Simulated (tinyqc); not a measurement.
Length of a polyene: Hueckel, PPP and singles CI along the polyenes. Computed by the program tinyqc. 

All-trans chains of carbon centres 1.40 angstrom apart:
```
parameter                               value
beta (eV), times 1 +/- alternation  -2.630000
alternation                          0.100000
W (eV)                              11.160000
gamma_rr (eV)                       11.380000
repulsion formula                        Ohno
```

Hueckel uses the same beta without repulsion; CIS keeps all single excitations and so misses the low, doubly excited 2Ag state. W is the valence ionisation energy of a centre, MN the Mataga-Nishimoto formula, f the oscillator strength.

Gaps and excitations (eV):
```
centres  Hueckel gap  PPP orbital gap  bright singlet (CIS)       f  lowest triplet (CIS)
2             5.7860          13.4167                7.6606  0.6568                3.9114
4             3.8844          10.7363                6.0046  1.1829                2.8763
6             3.0152           9.4026                5.0694  1.6339                2.3878
8             2.5246           8.6234                4.4865  2.0375                2.1275
10            2.2121           8.1236                4.0971  2.4086                1.9745
12            1.9970           7.7827                3.8241  2.7590                1.8778
```

The Hueckel gap tends to 4 x alternation x |beta| = 1.05 eV for long chains. Exchange opens the PPP orbital gap, and the attraction of electron and hole brings the bright state 3.96 eV below it at 12 centres; the triplet lies 1.95 eV lower still.
